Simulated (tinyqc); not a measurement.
Thin-film transistor with exponential tail and deep states, accumulation layer: transfer curve.

An undoped film in accumulation, thicker than the space-charge layer. With band bending psi the Fermi level lies E0 - psi below the band edge. Free electrons n = n0 exp(psi/Vt) carry the current; electrons in two exponential distributions of traps, a = a0 exp(psi/Va) and d = d0 exp(psi/Vp), do not. Linear regime, ohmic contacts, traps in equilibrium.

Va = kB Tt/q, Vp = kB Td/q; n0 = Nc exp(-E0/Vt), a0 = Nt th(T/Tt) exp(-E0/Va), d0 = Nd th(T/Td) exp(-E0/Vp), th(x) = pi x/sin(pi x). G(psi) = sum over the three kinds of c0 [V (exp(psi/V) - 1) - psi], field F = sqrt(2 q G/(eps0 eps_r)); Vg = psi + eps0 eps_r F/Ci at the surface. Total charge Q = Ci (Vg - psi_s); free charge Qf = q times the integral of n0 (exp(psi/Vt) - 1)/F over psi from 0 to psi_s; I = (W/L) mb Qf Vd; effective mobility mb Qf/Q. The last column is d ln I/d ln Vg.

Parameters, values chosen for the exercise; values close to those of an organic semiconductor: temperature T = 290 K; relative permittivity of the semiconductor eps_r = 3.2; density of extended states Nc = 1.1e20 cm^-3; band mobility mb = 3.7 cm^2/(V s); total density of tail states Nt = 1.1e20 cm^-3; characteristic temperature of the tail Tt = 390 K; total density of deep states Nd = 2.6e17 cm^-3; characteristic temperature of the deep states Td = 910 K; bulk Fermi level below the band edge E0 = 0.52 eV; gate capacitance Ci = 35 nF/cm^2; ratio W/L WL = 10; drain voltage Vd = 0.1 V.

Constants: q = 1.602176634e-19 C, kB = 1.380649e-23 J/K, Vt = kB T/q, eps0 = 8.8541878128e-14 F/cm where lengths are in cm. Results are converted to the units shown.

Results:
```
Vg (V),E0 - psi_s (eV),Q (nC/cm^2),free share (%),effective mobility (cm^2/(V s)),I (nA),exponent
0.44,0.3316,8.807,0.4148,0.01535,0.1352,2.712
0.72,0.2833,16.92,0.7837,0.02900,0.4905,2.494
1.2,0.2377,32.12,1.373,0.05079,1.631,2.219
1.9,0.2001,55.30,2.111,0.07812,4.320,2.030
3.1,0.1627,95.99,3.168,0.1172,11.25,1.889
8.3,0.09260,275.5,6.466,0.2392,65.92,1.718
13,0.06217,439.0,8.667,0.3207,140.8,1.665
22,0.02736,752.8,11.96,0.4426,333.1,1.610
```

Estimate the missing row, Vg = 5.1 V.

Computed row:
```
Vg (V),E0 - psi_s (eV),Q (nC/cm^2),free share (%),effective mobility (cm^2/(V s)),I (nA),exponent
5.1,0.1266,164.7,4.607,0.1704,28.08,1.790
```

With this row back in the table: The current rises from 0.135 to 333 nA and the free share rises from 0.415 to 12.0 %; the exponent falls from 2.71 to 1.61. If one kind of trap held all the charge, I would go as Q^(2 Tx/T - 1): 5.28 for the deep states, 1.69 for the tail and 1 for free electrons alone. At Vg = 22 V the surface Fermi level is within 2 Vt of the band edge, where the exponential forms fail. For Vg = 3.1 to 22 V the th form, which assumes a Fermi level far below the edge, overcounts the filled tail at the surface by more than 15 %.

tinyqc, about 0.03 s, one thread, Intel Xeon 2.30GHz (shared host): `OMP_NUM_THREADS=1 python tinyqc.py 2610142 2610143 out.jsonl`
